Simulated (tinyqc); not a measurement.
Polarisation charge from two barrier thicknesses.

Question. Voff = phiB - dEc - q sigma d/(eps0 eb). Find sigma, phiB - dEc and the thickness at which Voff = 0.

Constants: q = 1.602176634e-19 C, eps0 = 8.8541878128e-14 F/cm where lengths are in cm. Results are converted to the units shown.

Voff at d = 14 and 38 nm (V): [-2.8652198, -9.0807395]
eb = 9.565

Solution. Voff is a straight line in d: its slope is -q sigma/(eps0 eb) and its intercept phiB - dEc.

sigma = 1.369e13 cm^-2
phiB - dEc = 0.7605 V
thickness for Voff = 0 = 2.937 nm

Numbers from tinyqc (`OMP_NUM_THREADS=1 python tinyqc.py 2180111 2180112 out.jsonl`; about 0.01 s on one thread of a shared Intel Xeon 2.30GHz).
